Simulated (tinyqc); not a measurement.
Inside a calculation. Model: order-disorder in a binary alloy on two sublattices: Bragg-Williams and pair (quasi-chemical) approximations. Computed by tinyqc, a small Python program that keeps every step. Command: `OMP_NUM_THREADS=1 python tinyqc.py 3026739 3026740 out.jsonl order walk`. One thread of a shared host (Intel(R) Xeon(R) Processor @ 2.30GHz), about 0.01 s of CPU time with the checks. Intermediate numbers are printed to about 6 digits and carried at full precision; extremes and crossings named in words are read from the listed rows.

All z = 8 neighbours of a site lie on the other sublattice. B fills the sublattices with x + eta/2 and x - eta/2; energies are per site, from the pure components: u = -z w y with y the probability of an A-B bond taken in one order.

Inputs (values chosen for the exercise, for a model alloy): ordering energy w = (e_AA + e_BB)/2 - e_AB = 54.7 meV; fraction x of B = 0.48; temperature T = 1720 K.

Lattice: bcc (B2 order, z = 8). Method: plain iteration, 400 steps.

scattering factors f_A, f_B (electrons): 20  57

Constants: k_B = 8.617333262e-05 eV/K.

## Critical temperatures

Bragg-Williams: k_B T_c = 2 z w x (1 - x). Pair approximation at x = 1/2: k_B T_c = w/ln(z/(z - 2)).

T_c, Bragg-Williams = 2535.01 K

T_c, pair approximation at x = 1/2 = 2206.49 K

At x = 1/2 the pair value is 0.869 of the Bragg-Williams one; the ratio tends to 1 as z grows.

## Long-range order, Bragg-Williams

Bragg-Williams: u = -z w [x (1 - x) + eta^2/4]; minimising f gives ln[a (1 - b)/(b (1 - a))] = 2 z w eta/(k_B T) =: ln Q, a = x + eta/2, b = x - eta/2. For given Q this is a quadratic for eta, (Q - 1) eta^2/4 - (Q + 1) eta/2 + (Q - 1) x (1 - x) = 0, smaller root: the map eta -> phi(eta). Plain iteration eta = phi(eta), 400 steps at most; start at 0.999 times 2x; stop when |phi - eta| < 1e-10.

Iteration:
```
step       eta  phi(eta)     phi - eta
1     0.959040  0.882125  -7.69152e-02
2     0.882125  0.857001  -2.51233e-02
3     0.857001  0.847551  -9.45057e-03
4     0.847551  0.843826  -3.72536e-03
5     0.843826  0.842331  -1.49474e-03
6     0.842331  0.841727  -6.03944e-04
7     0.841727  0.841482  -2.44707e-04
...        ...       ...           ...
18    0.841315  0.841315  -1.20599e-08
19    0.841315  0.841315  -4.89580e-09
20    0.841315  0.841315  -1.98748e-09
21    0.841315  0.841315  -8.06827e-10
22    0.841315  0.841315  -3.27536e-10
23    0.841315  0.841315  -1.32965e-10
24    0.841315  0.841315  -5.39782e-11
```

order parameter eta = 0.841315

last residual = 5.39782e-11

Converged: eta is 87.6 % of its largest value 2x.

## Energy, entropy and site fractions

a = x + eta/2, b = x - eta/2; u = -z w [x (1 - x) + eta^2/4]; s/k_B = [s2(a) + s2(b)]/2, s2(c) = -c ln c - (1 - c) ln(1 - c); gain on ordering = f(eta) - f(0), f = u - T s. Superlattice over fundamental intensity = [eta (f_B - f_A)/2]^2/[(1 - x) f_A + x f_B]^2.

B fraction on its own sublattice = 0.900658

B fraction on the A sublattice = 0.0593425

energy u = -186.659 meV/site

entropy s = 0.274395 k_B/site

gain on ordering = -15.4865 meV/site

intensity ratio = 0.169901

A on the B sublattice: 0.0993, of which 0.0400 is forced by composition.

## Short-range order at the Bragg-Williams T_c

Quasi-chemical disordered state, with T here the Bragg-Williams T_c and not the input T: y^2/[(1 - x - y)(x - y)] = exp(2 w/(k_B T)) =: E, so y = 2 x (1 - x)/(1 + r), r = sqrt(1 - 4 x (1 - x)(1 - 1/E)); Warren-Cowley alpha = 1 - y/(x (1 - x)); u = -z w y.

bond probability y = 0.280624

alpha of the disordered state at the Bragg-Williams T_c = -0.124294

energy of the disordered state = -122.801 meV/site

Short-range order already holds 13 % of the full ordering energy z w x^2, counted from the random alloy at -z w x (1 - x); Bragg-Williams puts none there.

## Both approximations at x = 1/2

At x = 1/2 the alloy is an Ising model with K = w/(2 k_B T). Bragg-Williams: eta = tanh(z K eta), neighbour correlation -eta^2. Pair: h = (z - 1) artanh(tanh K tanh h), eta = tanh(z h/(z - 1)), correlation -(tanh K + tanh^2 h)/(1 + tanh K tanh^2 h). T is given in units of the Bragg-Williams T_c at x = 1/2, z w/(2 k_B).

Order and neighbour correlation:
```
T/T_c    T (K)  eta, Bragg-Williams  correlation, Bragg-Williams  eta, pair  correlation, pair
0.30    761.72             0.997414                    -0.994834   0.997340          -0.994718
0.45   1142.58             0.973976                    -0.948629   0.970957          -0.944336
0.55   1396.49             0.935529                    -0.875215   0.922525          -0.858474
0.65   1650.39             0.872065                    -0.760498   0.831708          -0.715218
0.75   1904.30             0.775516                    -0.601426   0.666415          -0.502704
0.85   2158.21             0.629501                    -0.396272   0.289269          -0.208954
0.95   2412.12             0.379485                    -0.144009   0.000000          -0.130825
1.10   2792.98             0.000000                     0.000000   0.000000          -0.113150
1.50   3808.60             0.000000                     0.000000   0.000000          -0.083141
```

The pair approximation loses long-range order between T/T_c = 0.85 and 0.95, at 2206 K, and keeps a correlation of -0.083 in the last row. At its own T_c the correlation is -1/(z - 1) = -0.143, so the fewer the neighbours, the more of the ordering energy is released above T_c.

Checks made by the program: eta against bracketed root finding (relative difference 1e-10).
